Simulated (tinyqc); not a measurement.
Inside a calculation. Method: Jacobi rotations on a symmetric matrix. Computed by tinyqc, a small Python program that keeps every step. Settings: method = jacobi. Command: `OMP_NUM_THREADS=1 python tinyqc.py 29415 29416 out.jsonl` (the two numbers bound the seeds that draw the settings). One thread of a shared host (Intel(R) Xeon(R) Processor @ 2.60GHz), about 0.01 s of CPU time with the checks.

## Jacobi rotation 1

A, lower triangle:
```
           1          2          3          4         5
1   0.689000
2  -0.019000   2.136000
3  -0.533000   0.284000   2.926000
4   0.342000  -0.316000  -0.136000   2.978000
5   0.125000  -0.007000   0.016000  -0.482000  3.705000
```

Take the largest off-diagonal element A_pq; tan 2 theta = 2 A_pq / (A_qq - A_pp) with |theta| <= pi/4; A' = J^T A J with J_pp = J_qq = cos, J_pq = sin, J_qp = -sin.

p, q, theta (rad): 1.000000  3.000000  -0.222348

A', lower triangle:
```
          1          2          3          4         5
1  0.568496
2  0.044096   2.136000
3  0.000000   0.281198   3.046504
4  0.303590  -0.316000  -0.208070   2.978000
5  0.125451  -0.007000  -0.011959  -0.482000  3.705000
```

## Jacobi rotation 2

As before.

p, q, theta (rad): 4.000000  5.000000  -0.462322

A', lower triangle:
```
           1          2          3         4         5
1   0.568496
2   0.044096   2.136000
3   0.000000   0.281198   3.046504
4   0.327673  -0.285948  -0.191561  2.737798
5  -0.023128   0.134680   0.082102  0.000000  3.945202
```

## Jacobi rotation 3

As before.

p, q, theta (rad): 1.000000  4.000000  0.146691

A', lower triangle:
```
           1          2          3          4         5
1   0.520081
2   0.085418   2.136000
3   0.028000   0.281198   3.046504
4   0.000000  -0.276432  -0.189503   2.786212
5  -0.022880   0.134680   0.082102  -0.003381  3.945202
```

## All rotations

The off-diagonal norm falls at every rotation.

Rotations:
```
step    p    q      theta  off-diagonal norm
1       1    3  -0.222348           1.06e+00
2       4    5  -0.462322           8.15e-01
3       1    4   0.146691           6.71e-01
4       2    3   0.276658           5.40e-01
5       3    4   0.493823           3.98e-01
6       2    4  -0.283892           2.96e-01
7       2    5   0.060088           2.45e-01
8       3    5   0.153875           1.90e-01
9       2    3   0.071260           1.41e-01
10      1    2   0.051556           9.20e-02
11      1    3   0.018975           5.53e-02
...   ...  ...        ...                ...
17      2    3   0.002066           1.60e-03
18      2    4   0.001579           2.24e-04
19      1    3  -0.000052           9.86e-05
20      3    5  -0.000090           3.97e-05
21      1    2   0.000019           4.96e-06
22      3    4  -0.000006           2.26e-06
23      4    5  -1.26e-06           8.05e-08
24      1    4   2.02e-08           5.09e-08
25      2    5   1.79e-08           9.21e-09
26      2    3  -5.03e-09           1.91e-09
27      1    5  -3.91e-10           1.27e-11
```

eigenvalues: 0.515133  1.991473  2.700537  3.257344  3.969514
